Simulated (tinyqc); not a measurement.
Position of the support ring: thermal and gravitational stress in a wafer during furnace and rapid thermal processing, and the onset of slip. Computed by tinyqc, a small Python program. Command: `OMP_NUM_THREADS=1 python tinyqc.py 3020595 3020596 out.jsonl slip walk`. One thread of a shared host (Intel(R) Xeon(R) Processor @ 2.30GHz), about 0.01 s of CPU time with the checks.

A thin free disc in plane stress, isotropic; T(r) = T_centre + dT (r/R)^n with n = 2. Stress is positive in tension; sigma_SB = 5.670374419e-8 W/(m^2 K^4), g = 9.80665 m/s^2.

Inputs (values chosen for the exercise, modelled on silicon):

| quantity | value | unit |
|---|---|---|
| wafer radius R | 100 | mm |
| thickness t | 725 | micrometre |
| Poisson ratio nu | 0.27 | - |
| density rho | 2330 | kg/m^3 |

Method. Own weight q = rho g t on a ring of radius b R, x = r/R: moments of an edge-supported plate, M_r = q R^2 (3 + nu)(1 - x^2)/16 and M_t = q R^2 [(3 + nu) - (1 + 3 nu) x^2]/16, less the uniform moment inside the ring load, q R^2 [(1 - nu)(1 - b^2) - 2 (1 + nu) ln b]/8; stress at the lower face = 6 M/t^2.

Stress at the lower face (MPa):

| b | centre | radial at ring | hoop at ring | largest in size |
|---|---|---|---|---|
| 0.40 | -0.30860 | -0.37044 | -0.34283 | 0.37044 |
| 0.50 | -0.15910 | -0.25572 | -0.21258 | 0.25572 |
| 0.60 | -0.03066 | -0.16979 | -0.10767 | 0.16979 |
| 0.65 | 0.02818 | -0.13510 | -0.06220 | 0.13510 |
| 0.70 | 0.08433 | -0.10505 | -0.02049 | 0.10505 |
| 0.75 | 0.13826 | -0.07913 | 0.01793 | 0.13826 |
| 0.80 | 0.19038 | -0.05696 | 0.05347 | 0.19038 |
| 0.90 | 0.29043 | -0.02261 | 0.11716 | 0.29043 |
| 1.00 | 0.38647 | 0.00000 | 0.17255 | 0.38647 |

Among these rows the largest stress is least, 0.105 MPa, for a ring at 0.7 R, 3.7 times below edge support: the overhang balances the sag of the centre. All values scale as R^2/t.

Extremes, crossings and ranges named in words are read from the listed rows.
